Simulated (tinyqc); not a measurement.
## Resistive crossbar, vector-matrix product with wire resistance: effect of the wire resistance

3 rows and 2 columns. Cell (i, j) joins row node wij to column node bij. Each row is driven at its left end through one wire segment rw; neighbouring nodes along a row or a column are joined by rw; each column ends below the last row in one more rw and a virtual ground, where its current is read. Ideal output: I_j = sum_i V_i G_ij.

The nodal equations (Kirchhoff current law at every node) are solved for each rw; errors are I_j/ideal - 1.

Inputs (values chosen for the exercise):
- V = [0.21, 0.09, 0.38] V (input voltages of the rows)

cell conductances G (uS):
```
,column 1,column 2
row 1,70,120
row 2,50,160
row 3,140,170
```

Result of one run:
```
rw (ohm),"error, column 1 (%)","error, column 2 (%)"
5,-0.2917,-0.5020
```

What becomes of these results when the wire resistance between neighbouring cells rw is changed from 5 to 1 ohm, all else the same?

Result of the changed run:
```
rw (ohm),"error, column 1 (%)","error, column 2 (%)"
1,-0.05851,-0.1008
```

The whole series:
```
rw (ohm),"error, column 1 (%)","error, column 2 (%)"
1,-0.05851,-0.1008
2,-0.1169,-0.2014
5,-0.2917,-0.5020
10,-0.5815,-0.9991
20,-1.155,-1.979
50,-2.832,-4.805
100,-5.488,-9.171
200,-10.34,-16.81
500,-22.08,-33.62
```

The error of the last column goes from -0.101 % at rw = 1 ohm to -33.6 % at 500 ohm, as rw^(1.00) at the start and rw^(0.76) at the end. At 500 ohm the worst column is number 2.

Numbers from tinyqc (`OMP_NUM_THREADS=1 python tinyqc.py 2880059 2880060 out.jsonl`; about 0.01 s on one thread of a shared Intel Xeon 2.30GHz).
